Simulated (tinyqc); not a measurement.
Inside a calculation: thin (001) film in sp3s* tight binding with raised dangling bonds. Values are carried at full precision from step to step, so a last printed digit may differ when a step is redone from the rounded ones.

sp3s* tight binding, nearest neighbours only: anion (a) at 0, cation (c) at a/4 (1,1,1), orbitals s, px, py, pz, s* on each; k in units of 2 pi/a. With phases e_j = exp(i (pi/2) k.n_j) for n = (1,1,1), (1,-1,-1), (-1,1,-1), (-1,-1,1): g0 = (e1+e2+e3+e4)/4, g1 = (e1+e2-e3-e4)/4, g2 = (e1-e2+e3-e4)/4, g3 = (e1-e2-e3+e4)/4. The diagonal holds the levels Esa, Epa, Exa (s*) and Esc, Epc, Exc. Anion-cation block: <sa|sc> = Vss g0; <sa|xc> = Vsapc g1; <xa|sc> = -Vscpa g1; <xa|xc> = Vxx g0; <xa|yc> = <ya|xc> = Vxy g3, <xa|zc> = <za|xc> = Vxy g2, <ya|zc> = <za|yc> = Vxy g1; <s*a|xc> = Vxapc g1; <xa|s*c> = -Vpaxc g1; y and z take g2 and g3 in place of g1; s-s* and s*-s* vanish.

Values chosen for the exercise (out of a larger set: near a published set for Si, fitted to gaps, whose masses and valley positions are rough; not measured data): p = (-4.191, 1.714, -4.191, 1.714, 6.697, 6.697, -8.367, 1.732, 4.541, 5.68, 5.68, 5.397, 5.397) eV (order Esa, Epa, Esc, Epc, Exa, Exc, Vss, Vxx, Vxy, Vsapc, Vscpa, Vxapc, Vpaxc); N = 5 (atomic planes in the small film); dl = 10 eV (shift of the dangling hybrids).

## Bulk edges along [001]

Gap at Gamma and minimum on (0,0,kz), kz from 0.5 to 1, from the bulk Ev. States at zero in-plane momentum come from this line alone.

edges (eV): Gamma 3.4640, Delta 1.1518

kz of the minimum = 0.7346 2 pi/a

## The two blocks of the small film

Planes alternate anion (a), cation (c) along [001], a/4 apart, starting with an anion; zero in-plane momentum; levels counted from the bulk Ev, the lower root of [[Epa, Vxx], [Vxx, Epc]]; no spin-orbit coupling. Block of s, pz, s*: from an anion to the cation above, Vss/2 (s,s), Vsapc/2 (s,z), -Vscpa/2 (z,s), Vxx/2 (z,z), Vxapc/2 (s*,z), -Vpaxc/2 (z,s*); to the cation below the same with the s-z and s*-z signs reversed. Block of u = (px + py)/sqrt2 and v = (px - py)/sqrt2: to the cation above (Vxx + Vxy)/2 for u and (Vxx - Vxy)/2 for v, to the cation below the reverse. Each surface atom has two dangling sp3 hybrids; raising both by dl adds (dl/2) [[1, t], [t, 1]] to its s, pz levels (t = -1 at the bottom face, +1 at the top) and dl to the one of u, v in whose plane the missing bonds lie (v for a bottom anion or a top cation, u for a top anion).

Fill them in.

s, pz, s* block (eV):
```
        sa1     za1    *a1     sc2     zc2     *c2     sa3     za3     *a3     sc4     zc4     *c4
sa1   0.827  -5.000      0  -4.184   2.840       0       0       0       0       0       0       0
za1  -5.000   6.732      0  -2.840   0.866  -2.699       0       0       0       0       0       0
*a1       0       0  6.715       0   2.699       0       0       0       0       0       0       0
sc2  -4.184  -2.840      0  -4.173       0       0  -4.184   2.840       0       0       0       0
zc2   2.840   0.866  2.699       0   1.732       0  -2.840   0.866  -2.699       0       0       0
*c2       0  -2.699      0       0       0   6.715       0   2.699       0       0       0       0
sa3       0       0      0  -4.184  -2.840       0  -4.173       0       0  -4.184   2.840       0
za3       0       0      0   2.840   0.866   2.699       0   1.732       0  -2.840   0.866  -2.699
*a3       0       0      0       0  -2.699       0       0       0   6.715       0   2.699       0
sc4       0       0      0       0       0       0  -4.184  -2.840       0  -4.173       0       0
zc4       0       0      0       0       0       0   2.840   0.866   2.699       0   1.732       0
*c4       0       0      0       0       0       0       0  -2.699       0       0       0   6.715
sa5       0       0      0       0       0       0       0       0       0  -4.184  -2.840       0
za5       0       0      0       0       0       0       0       0       0   2.840   0.866   2.699
*a5       0       0      0       0       0       0       0       0       0       0  -2.699       0

        sa5    za5     *a5
sa1       0      0       0
za1       0      0       0
*a1       0      0       0
sc2       0      0       0
zc2       0      0       0
*c2       0      0       0
sa3       0      0       0
za3       0      0       0
*a3       0      0       0
sc4  -4.184  2.840       0
zc4  -2.840  0.866  -2.699
*c4       0  2.699       0
sa5   0.827  5.000       0
za5   5.000  6.732       0
*a5       0      0   6.715
```

u, v block (eV):
```
       ua1     va1     uc2     vc2     ua3     va3     uc4     vc4     ua5    va5
ua1  1.732       0   3.136       0       0       0       0       0       0      0
va1      0  11.732       0  -1.405       0       0       0       0       0      0
uc2  3.136       0   1.732       0  -1.405       0       0       0       0      0
vc2      0  -1.405       0   1.732       0   3.136       0       0       0      0
ua3      0       0  -1.405       0   1.732       0   3.136       0       0      0
va3      0       0       0   3.136       0   1.732       0  -1.405       0      0
uc4      0       0       0       0   3.136       0   1.732       0  -1.405      0
vc4      0       0       0       0       0  -1.405       0   1.732       0  3.136
ua5      0       0       0       0       0       0  -1.405       0  11.732      0
va5      0       0       0       0       0       0       0   3.136       0  1.732
```

## Levels of the small film

Diagonalise both blocks.

levels of the s, pz, s* block (eV): [-11.741, -9.572, -6.426, -2.636, 1.786, 1.957, 3.134, 3.979, 5.696, 6.715, 7.625, 8.150, 10.037, 11.044, 11.623]

levels of the u, v block (eV): [-2.213, -2.213, -0.827, -0.827, 4.164, 4.164, 5.591, 5.591, 11.946, 11.946]

No level lies between 0 and the bulk edge 1.152 eV; confinement has widened the gap at zero in-plane momentum to 2.613 eV.

## Checks

- Lowest conduction level of 201 planes, with the dangling hybrids shifted far away, against the bulk edge: both 1.152.

Program tinyqc; command `OMP_NUM_THREADS=1 python tinyqc.py 1482638 1482639 out.jsonl`; about 0.4 s on one thread of a shared Intel(R) Xeon(R) Processor @ 2.30GHz.
